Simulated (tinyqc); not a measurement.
Binding against well width: donor or exciton in a quantum well (variational effective-mass method). Computed by tinyqc, a small Python program. Command: `OMP_NUM_THREADS=1 python tinyqc.py 3017374 3017375 out.jsonl welldonor walk`. One thread of a shared host (Intel(R) Xeon(R) Processor @ 2.30GHz), about 0.04 s of CPU time with the checks.

Electron and hole in their lowest subbands f(z) = cos(pi z/L); relative in-plane motion exp(-rho/lambda) (separable trial function), H = -nabla_rho^2 - 2/sqrt(rho^2 + (z_e - z_h)^2) in effective units. Mass and screening are the same in well and barrier; l = L/a* is the width in effective units. Bands are flat: no polarisation or applied field.

Inputs (values chosen for the exercise, modelled on InP):

| quantity | value | unit |
|---|---|---|
| electron mass m | 0.0808 | m_0 |
| dielectric constant eps | 12 | - |
| well width L | 13 | nm |
| in-plane hole mass m_h | 0.325 | m_0 |

Centre: exciton. Barriers: infinite.

Constants: Ry = 13.605693123 eV; a_0 = 0.529177210903 angstrom; hbar^2/(2 m_0) = 3.80998212 eV angstrom^2.

Method:
- mu = m m_h/(m + m_h) takes the place of m; Ry* = Ry m/eps^2, a* = a_0 eps/m; l = L/a*.
- k = pi/l; f = cos(k z) inside and zero outside.
- Binding E_b(lambda) = -1/lambda^2 + (8/lambda^2) int_0^l P(z) g(z) dz, with P(z) = (2/l) [(1 - z/l)(1 + cos(2 pi z/l)/2) + (3/(4 pi)) sin(2 pi z/l)] the distribution of |z_e - z_h| and g(z) = int_z^infinity exp(-2 sqrt(r^2 - z^2)/lambda) dr = int_0^infinity exp(-2 rho/lambda) rho/sqrt(rho^2 + z^2) d rho; 40 Gauss-Legendre points in z and 40 in t with rho = lambda t/(1 - t).
- Each row maximises over lambda (golden section, 0.3 to 4).

a* = 9.81295 nm

Ry* = 6.11422 meV

Against width:

| L (nm) | lambda (a*) | binding (Ry*) | binding (meV) |
|---|---|---|---|
| 1.0 | 0.5667 | 3.5019 | 21.412 |
| 1.9 | 0.6133 | 3.2029 | 19.583 |
| 3.9 | 0.6971 | 2.7538 | 16.837 |
| 7.2 | 0.8058 | 2.3029 | 14.080 |
| 13.0 | 0.9552 | 1.8510 | 11.317 |
| 23.0 | 1.1549 | 1.4372 | 8.787 |
| 42.0 | 1.4447 | 1.0554 | 6.453 |

The binding is largest in the narrowest well, 3.502 Ry* at 1.0 nm, on the way to 4. In the widest well it is 1.055 Ry*. In the narrow rows the confinement energy passes real barrier heights: infinite walls and a parabolic band fail, and with real barriers the binding peaks and falls.

Extremes, crossings and ranges named in words are read from the listed rows.
